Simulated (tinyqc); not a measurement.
Solubility, supersaturation, precipitation and gettering of an impurity in a silicon-like host: one step, computed by the program tinyqc.

The wafer was saturated at T1 and is then held at T.

Problem. Segregation into a layer on one face. k = k_0 exp(E_g/(k_B T)); in equilibrium the bulk keeps C/C0 = 1/(1 + k t_g/w). For a strong sink on one face the slowest diffusion mode has tau_w = 4 w^2/(pi^2 D), and C/C0 is estimated as c_eq + (1 - c_eq)(8/pi^2) sum over odd m up to 99 of exp(-m^2 t/tau_w)/m^2. Precipitation is left out here.

Inputs (values chosen for the exercise, modelled on nickel in silicon):

| quantity | value | unit |
|---|---|---|
| temperature of saturation T1 | 1200 | K |
| anneal temperature T | 917 | K |
| anneal time t | 6.4 | s |
| wafer thickness w | 625 | micrometre |
| segregation energy E_g | 0.47 | eV |
| segregation prefactor k_0 | 0.002 | - |
| getter layer thickness t_g | 0.79 | micrometre |

Gettering: segregation gettering in a layer.

D(T) = 6.859200e-06 cm^2/s

Constants: k_B = 8.617333262e-05 eV/K.

Give: segregation coefficient k; equilibrium C/C0; tau_w; mean C/C0 at t.

Solution.

segregation coefficient k = 0.7658

equilibrium C/C0 = 0.9990

tau_w = 230.8 s

mean C/C0 at t = 0.9999

Diffusion and capacity both matter. Caution: the barrier to homogeneous nucleation is below 35 k_B T for these inputs, so new precipitates would form and outnumber the fixed sinks assumed here.
